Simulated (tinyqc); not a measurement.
From results back to parameters: mean-field antiferromagnet of the Hubbard model on the square lattice. Three cases, with inputs chosen for the exercise.

Problem. In the insulating state f(E-) = 1 and f(E+) = 0, so the gap equation is 1 = (U/2) mean 1/sqrt(e-^2 + Delta^2). Delta is given and U is hidden.

e(k) = -2 t (cx + cy) - 4 t2 cx cy, ci = cos ki; one electron a site; Q = (pi, pi). <n_up - n_dn> = m cos(Q.R) gives Delta = U m/2 and bands E = e+ -/+ sqrt(e-^2 + Delta^2), e+- = (e(k) +- e(k + Q))/2 (the constant U/2 is dropped). Means run over the mesh k_i = 2 pi (j + 1/2)/N of the whole zone: mu from mean(f(E-) + f(E+)) = 1; m(out) = mean of Delta (f(E-) - f(E+))/sqrt(e-^2 + Delta^2); free energy per site F = -kT mean[ln(1 + exp(-(E- - mu)/kT)) + ln(1 + exp(-(E+ - mu)/kT))] + mu + U m^2/4. Order at T > 0 in two dimensions is an artefact of mean field.

Case 1.

Classes of points:

| \|e-\| (eV) | e+ (eV) | points |
|---|---|---|
| 0.0000 | 0.0000 | 16 |
| 0.4330 | 0.0000 | 16 |
| 0.6123 | 0.0000 | 8 |
| 1.0453 | 0.0000 | 16 |
| 1.4782 | 0.0000 | 8 |

Delta = 1.69623 eV

Case 2.

Classes of points:

| \|e-\| (eV) | e+ (eV) | points |
|---|---|---|
| 0.0000 | -0.6000 | 8 |
| 3.1113 | 0.6000 | 8 |

Delta = 5.39333 eV

Case 3.

Classes of points:

| \|e-\| (eV) | e+ (eV) | points |
|---|---|---|
| 0.0000 | 0.0000 | 8 |
| 0.8202 | 0.0000 | 8 |

Delta = 1.41257 eV

Find: mean 1/sqrt(e-^2 + Delta^2); U; m.

Solution. Form the weighted mean over the classes; U = 2/mean and m = 2 Delta/U.

Case 1.

mean 1/sqrt(e-^2 + Delta^2) = 0.541 1/eV
U = 3.70 eV
m = 0.917

Case 2.

mean 1/sqrt(e-^2 + Delta^2) = 0.173 1/eV
U = 11.56 eV
m = 0.933

Case 3.

mean 1/sqrt(e-^2 + Delta^2) = 0.660 1/eV
U = 3.03 eV
m = 0.932

Computed by tinyqc, one run a case: `OMP_NUM_THREADS=1 python tinyqc.py N N+1 out.jsonl` with N = 1680687, 1681093, 1681170; one thread of a shared Intel(R) Xeon(R) Processor @ 2.30GHz, about 0.1 s a run at most.
